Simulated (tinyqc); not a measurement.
# Which input was changed?

Model: leakage through a gate insulator: direct, Fowler-Nordheim, trap-assisted and Poole-Frenkel currents. Computed by tinyqc, a small Python program. Command: `OMP_NUM_THREADS=1 python tinyqc.py 3024987 3024988 out.jsonl oxideleak which`. One thread of a shared host (Intel(R) Xeon(R) Processor @ 2.30GHz), about 0.09 s of CPU time with the checks.

Electrons enter from the cathode Fermi level at x = 0; the conduction band of the insulator lies phi_b - e F x above it, F = V/t. WKB exponents use a parabolic band with mass m.

Inputs (values chosen for the exercise, with an insulator like SiO2):
```
quantity                          value   unit
thickness t                         3.8     nm
barrier phi_b                      3.05     eV
tunnelling mass m                  0.43    m_0
static constant eps_ox             3.89      -
voltage across the insulator V      1.7      V
trap depth phi_t                    2.3     eV
trap density N_t                3.6e+18  cm^-3
attempt rate nu_0                 8e+12    1/s
activation of capture E_a           0.3     eV
temperature T                       400      K
```

Constants: hbar^2/(2 m_0) = 3.80998212 eV angstrom^2; e = 1.602176634e-19 C; hbar = 1.054571817e-34 J s; k_B = 8.617333262e-05 eV/K.

Method:
- For a level a distance phi(x) below the band, the WKB exponent is 2 int kappa dx with kappa = sqrt(m phi/(hbar^2/2m_0)); for a linear barrier from phi_1 down to phi_2 = max(phi_1 - e F d, 0) it is G = (4/3) sqrt(m/(hbar^2/2m_0)) (phi_1^(3/2) - phi_2^(3/2))/(e F).
- J_tun = e^3 F^2/(16 pi^2 hbar m phi_b) x exp(-G) / [1 - sqrt(phi_2/phi_b)]^2 with the free-electron mass in the cathode (m in m_0), phi_2 = max(phi_b - e V, 0): direct tunnelling for e V < phi_b, Fowler-Nordheim above. Image forces, back-flow and the limit on supply are left out, so J_tun is overstated below about 0.5 V.
- Equivalent oxide thickness = 3.9 t/eps_ox.
- A trap at depth x lies phi_t below the band. Capture: tunnel at the cathode Fermi level from 0 to x (G_in from phi_1 = phi_b), rate nu_0 exp(-G_in - E_c/k_B T) with E_c = E_a + max(phi_b - phi_t - e F x, 0), the last term being the height of the trap above the cathode Fermi level. Emission: tunnel from the trap level to the anode (G_out from phi_1 = phi_t over t - x), rate nu_0 exp(-G_out - E_a/k_B T). Re-emission to the cathode follows from detailed balance, rate_back = rate_in exp(dE/k_B T) with dE = phi_b - phi_t - e F x. Each trap passes R = rate_in rate_out/(rate_in + rate_back + rate_out) electrons per second; filling from the anode is left out.
- J_TAT = e N_t int_0^t R dx by the midpoint rule on 400 intervals; the most effective depth is the midpoint with the largest R, rounded to 0.01 nm.
- J = J_tun + J_TAT (the Poole-Frenkel bound is not added); the ratio J/J_tun is the excess that stress-made traps add.

Task: One of these inputs alone was changed, within the range given: barrier phi_b (1.525 to 6.1); tunnelling mass m (0.215 to 0.86); voltage across the insulator V (0.85 to 3.4); temperature T (200 to 550). Which one, and to what value?

Results:
```
run     trap-assisted current J_TAT (A/cm^2)  total current J (A/cm^2)  tunnelling current J_tun (A/cm^2)
before                          5.260502e-08              6.217002e-08                       9.564996e-09
after                           5.895169e-09              1.546017e-08                       9.564996e-09
```

Result:

Each candidate set to reproduce trap-assisted current J_TAT, and what it then gives:
```
candidate                           range searched  value needed  total current J (A/cm^2)  tunnelling current J_tun (A/cm^2)
barrier phi_b (eV)                    1.525 to 6.1         3.188                9.0078e-09                         3.1126e-09
tunnelling mass m (m_0)              0.215 to 0.86        0.5311                6.0124e-09                         1.1727e-10
voltage across the insulator V (V)     0.85 to 3.4         1.403                8.5783e-09                         2.6832e-09
temperature T (K)                       200 to 550         320.0                1.5460e-08                         9.5650e-09
```

Only temperature T fits every result: it went from 400 to 320 K. The next best candidate, barrier phi_b, misses one result by 67 %.
